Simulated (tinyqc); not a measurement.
Worked calculation: standing waves and exposure in a photoresist film. Values are carried at full precision from step to step, so a last printed digit may differ when a step is redone from the rounded ones.

Normal incidence from air. Unexposed resist: N1 = n1 + i k1 with k1 = (A + B) lam/(4 pi), lam in micrometres. r01 = (1 - N1)/(1 + N1), t01 = 2/(1 + N1). Substrate Ns = ns + i ks: r12 = (N1 - Ns)/(N1 + Ns). With p = exp(2 pi i N1 d/lam), the field at depth z is E(z) = t01 [exp(2 pi i N1 z/lam) + r12 p^2 exp(-2 pi i N1 z/lam)]/(1 + r01 r12 p^2), the relative intensity I(z) = n1 |E(z)|^2 and the reflectance R = |(r01 + r12 p^2)/(1 + r01 r12 p^2)|^2.

Inputs chosen for the exercise (a resist on Cu, indices near tabulated ones; shifted at random, so the results belong to these values and not to a real crystal):
- lam = 365 nm (vacuum wavelength)
- n1 = 1.706 (resist index)
- A = 0.82 1/micrometre (bleachable absorption (Dill A))
- B = 0.05 1/micrometre (fixed absorption (Dill B))
- d = 687 nm (resist thickness)
- ns = 1.257 (substrate n)
- ks = 1.993 (substrate k)
- C = 0.016 cm^2/mJ (exposure rate (Dill C))
- D = 20 mJ/cm^2 (incident dose)
- Ld = 20 nm (diffusion length of the post-exposure bake)

## Interface coefficients

Form N1, r01, t01 and r12.

N1 = 1.70600+0.02527i
r01 = -0.2610-0.0069i
t01 = 0.7390-0.0069i
r12 = -0.2055-0.5241i
|r12|^2 = 0.3169

Next to the bottom the intensity swings by a factor ((1 + |r12|)/(1 - |r12|))^2 = 12.8 between antinode and node.

## Round trip and reflectance

Form p^2, the denominator and R; the period of the standing wave is lam/(2 n1).

p^2 = -0.4854+0.2588i
1 + r01 r12 p^2 = 0.9400-0.0541i
R = 0.0433
period = 106.98 nm

The film holds 6.42 periods.

## Intensity and exposure over the lowest period

Nine depths from d - period to d. Without bleaching during the exposure the share of unexposed compound is m = exp(-C D I).

Profile:

| z (nm) | I | m |
|---|---|---|
| 580.0 | 0.564 | 0.835 |
| 593.4 | 0.200 | 0.938 |
| 606.8 | 0.185 | 0.943 |
| 620.1 | 0.525 | 0.845 |
| 633.5 | 1.018 | 0.722 |
| 646.9 | 1.372 | 0.645 |
| 660.3 | 1.377 | 0.644 |
| 673.6 | 1.027 | 0.720 |
| 687.0 | 0.524 | 0.846 |

I runs from 0.185 to 1.377 on these points, so m runs from 0.644 to 0.943; the least exposed point listed lies 80.2 nm above the bottom.

## Smoothing by the bake

Gaussian diffusion of length Ld multiplies a cosine of period L by exp(-2 pi^2 Ld^2/L^2). Give that factor, and the Ld that leaves 10 %.

factor = 0.502
Ld for 10 % = 36.54 nm

## Checks

- R against the transfer-matrix product: both 0.043339.
- Absorption (A + B) d times the mean of I against 1 - R - T: both 0.571.

Computed by tinyqc, a small Python program: `OMP_NUM_THREADS=1 python tinyqc.py 1652720 1652721 out.jsonl` (the numbers bound the seed that draws the inputs); one thread of a shared host (Intel(R) Xeon(R) Processor @ 2.30GHz), about 0.01 s for the whole set of steps.
